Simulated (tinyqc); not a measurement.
Worked calculation: Hubbard ring of 4 sites. Computed by tinyqc, a small Python program that keeps every step. Settings: hopping = 1.24, U = 4.5, mixing = 1, iteration cap = 72. Command: `OMP_NUM_THREADS=1 python tinyqc.py 28938 28939 out.jsonl` (the two numbers bound the seeds that draw the settings). One thread of a shared host (Intel(R) Xeon(R) Processor @ 2.60GHz), about 0.2 s of CPU time with the checks. Later iterations appear only in the table of the cycle.

## Mean-field iteration 1

one-body matrix (hopping and site energies) (eV):
```
           1          2          3          4
1   0.000000  -1.240000   0.000000  -1.240000
2  -1.240000   0.000000  -1.240000   0.000000
3   0.000000  -1.240000   0.000000  -1.240000
4  -1.240000   0.000000  -1.240000   0.000000
```

U = 4.500000 eV

electrons, up and down: 3  2

mixing = 1

n(up) at the start (a guess, not normalised): 1 0.800000, 2 0.700000, 3 0.800000, 4 0.700000

n(down) at the start (a guess): 1 0.450000, 2 0.550000, 3 0.450000, 4 0.550000

H(up) = T + U n(down), H(down) = T + U n(up); fill the lowest levels; n(new) = n + mixing (n(out) - n); E = tr T (rho up + rho down) + U sum n_up n_down of the output.

levels, up (eV): -0.240186  2.025000  2.475000  4.740186

levels, down (eV): 0.884814  3.150000  3.600000  5.865186

energy = 1.699455 eV

n(up) after iteration 1: 1 0.772589, 2 0.727411, 3 0.772589, 4 0.727411

n(down) after iteration 1: 1 0.227411, 2 0.772589, 3 0.227411, 4 0.772589

## Mean-field iteration 2

As before.

levels, up (eV): -0.516779  1.023351  3.476649  5.016779

levels, down (eV): 0.892918  3.273351  3.476649  5.857082

energy = 1.529941 eV

n(up) after iteration 2: 1 0.860837, 2 0.639163, 3 0.860837, 4 0.639163

n(down) after iteration 2: 1 0.239762, 2 0.760238, 3 0.239762, 4 0.760238

## Mean-field iteration 3

As before.

levels, up (eV): -0.492592  1.078928  3.421072  4.992592

levels, down (eV): 0.845342  2.876232  3.873768  5.904658

energy = 1.501050 eV

n(up) after iteration 3: 1 0.856749, 2 0.643251, 3 0.856749, 4 0.643251

n(down) after iteration 3: 1 0.200708, 2 0.799292, 3 0.200708, 4 0.799292

## Convergence

Each step fills the lowest levels of T + U n(other spin) and sets n(new) = n + mixing (n(out) - n); stop when output and input agree to 1e-8.

Course of the cycle:
```
iteration      E (eV)  largest |n(out) - n(in)|  mean |n_up - n_down|
1          1.69945463                  2.23e-01              0.295177
2          1.52994113                  8.82e-02              0.371076
3          1.50105043                  3.91e-02              0.406041
4          1.49690411                  1.26e-02              0.416850
5          1.49634086                  5.36e-03              0.421666
6          1.49626705                  1.65e-03              0.423082
7          1.49625746                  6.97e-04              0.423709
8          1.49625622                  2.13e-04              0.423892
9          1.49625606                  8.99e-05              0.423973
10         1.49625604                  2.74e-05              0.423996
11         1.49625604                  1.16e-05              0.424007
12         1.49625604                  3.54e-06              0.424010
13         1.49625604                  1.50e-06              0.424011
14         1.49625604                  4.56e-07              0.424012
15         1.49625604                  1.93e-07              0.424012
16         1.49625604                  5.88e-08              0.424012
17         1.49625604                  2.49e-08              0.424012
18         1.49625604                  7.59e-09              0.424012
```

local moments n_up - n_down: 1 0.674012, 2 -0.174012, 3 0.674012, 4 -0.174012

Converged in 18 iterations. But random starts reach 1.47797 eV, so this is another stationary point, not the lowest one. Reruns (cap 100 unless said): mixing 0.2: not converged; mixing 0.5: converged in 44 to a higher stationary point (E = 1.49626); mixing 0.9: converged in 21 to a higher stationary point (E = 1.49626). Before convergence this energy mixes input and output and is not variational, so it may rise towards its limit.

## Exact diagonalisation (24 states)

Lowest levels of the sector, and the double occupancy of the lowest state.

lowest levels (eV): 1.004846  1.004846  2.020000  2.652086  2.652086  4.376627

double occupancy per site = 0.297175

The mean-field solution above lies 0.4914 eV above the exact energy.

## The lowest level by Lanczos steps

From a random start vector (not printed): a_j = <q_j|H|q_j>, b_j = norm of the remainder after orthogonalising; the Ritz value is the lowest eigenvalue of the tridiagonal matrix of a and b so far.

Lanczos:
```
j   a_j (eV)  b_j (eV)  lowest Ritz value (eV)
1   3.490193  2.884270              3.49019302
2   8.383846  3.199618              2.15469553
3   7.181372  2.924013              1.74226774
4   6.031509  3.240235              1.50144209
5   6.319408  2.704080              1.20513197
6   7.451760  2.206310              1.05303194
7   6.373075  2.185385              1.01861473
8   5.970113  2.704949              1.00918971
9   7.744139  2.313572              1.00558173
10  7.966009  1.728149              1.00490785
```
